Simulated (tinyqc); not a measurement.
# Gate-all-around wire with two subbands, quantum capacitance, step by step

Program tinyqc, `OMP_NUM_THREADS=1 python tinyqc.py 2200138 2200139 out.jsonl`; Intel Xeon 2.30GHz, shared host, one thread, about 0.01 s. Printed values are rounded.

phi is the Fermi level above the lowest subband edge, in volts; Vg is counted from the gate voltage at which an empty wire would have phi = 0. Both directions of motion are filled (equilibrium).

Values chosen for this exercise: temperature T = 300 K; relative permittivity of the gate insulator (close to aluminium oxide) eox = 9.06; insulator thickness tox = 4.4 nm; mass along the wire md = 0.06 m0; valley degeneracy gv = 1; second subband above the first E2 = 0.15 eV; orbital degeneracy of the second subband g2 = 2; radius of the wire rw = 2.2 nm; gate voltage Vg = 0.29 V.

Constants: q = 1.602176634e-19 C, kB = 1.380649e-23 J/K, hbar = 1.054571817e-34 J s, m0 = 9.1093837015e-31 kg, Vt = kB T/q, eps0 = 8.8541878128e-14 F/cm where lengths are in cm. Results are converted to the units shown.

## Gate capacitance

Cox = 2 pi eps0 eox/ln(1 + tox/rw) per length.

Cox = 4.58788 pF/cm

## Starting value

phi = Vg.

phi at the start = 0.29 V

## Iteration 1: new phi

N1 = gv sqrt(2 md m0 kB T/(pi hbar^2)); n1 = N1 F(phi/Vt), n2 = g2 N1 F((phi - E2)/Vt), n = n1 + n2, F(e) = (1/sqrt(pi)) int_0^infinity u^(-1/2) du/(1 + exp(u - e)); Cq = q dn/dphi = (q N1/Vt) [F'(phi/Vt) + g2 F'((phi - E2)/Vt)]. Newton: f = phi + q (n)/Cox - Vg, phi(new) = phi - f/(1 + (Cq)/Cox).

n1 = 4.28759e6 cm^-1
n2 = 5.87856e6 cm^-1
Cq = 4.81602 pF/cm
f = 0.355021 V
phi after iteration 1 = 0.116796 V

## Iteration 2: new phi

As before.

n1 = 2.66307e6 cm^-1
n2 = 5.29402e5 cm^-1
Cq = 4.78598 pF/cm
f = -0.0617169 V
phi after iteration 2 = 0.147002 V

## Course of the iteration

Stop when the step is below 1e-10 V, or after 40 iterations.

Course of the iteration:
```
iteration  phi before the step (V)  step (V)
1                             0.29    -0.173
2                         0.116796    0.0302
3                         0.147002  -2.80e-3
4                         0.144202  -2.22e-5
5                         0.144180  -1.45e-9
6                         0.144180         0
```

Converged in 6 iterations.

## Charge and capacitances at the solution

converged phi = 0.144180 V

N1 = gv sqrt(2 md m0 kB T/(pi hbar^2)); n1 = N1 F(phi/Vt), n2 = g2 N1 F((phi - E2)/Vt), n = n1 + n2, F(e) = (1/sqrt(pi)) int_0^infinity u^(-1/2) du/(1 + exp(u - e)); Cq = q dn/dphi = (q N1/Vt) [F'(phi/Vt) + g2 F'((phi - E2)/Vt)]. 1/C_G = 1/Cox + 1/(Cq); dphi/dVg = Cox/(Cox + Cq).

n = 4.17560e6 cm^-1
Cq = 6.73332 pF/cm
C_G = 2.72866 pF/cm
dphi/dVg = 0.405247

Cq is 1.47 times Cox, so C_G is 59.5 % of Cox; 49.7 % of the gate voltage has gone into phi.
